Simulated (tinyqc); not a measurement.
# Index ratio and exit index from two stacks

Question. A quarter-wave stack has T0 = 4 y/(1 + y)^2 with y = (ns/n0)(nL/nH)^(2 N), and y < 1 here. Find nH/nL and ns/n0.

T0 for N = 24 and 26 pairs (%): [0.1820593409, 0.1065868615]

Solution. sqrt(1 - T0) = |1 - y|/(1 + y) gives y for each stack; two more pairs multiply y by (nL/nH)^4.

nH/nL = 1.14
ns/n0 = 0.282

Numbers from tinyqc (`OMP_NUM_THREADS=1 python tinyqc.py 2650013 2650014 out.jsonl`; about 0.01 s on one thread of a shared Intel Xeon 2.30GHz).
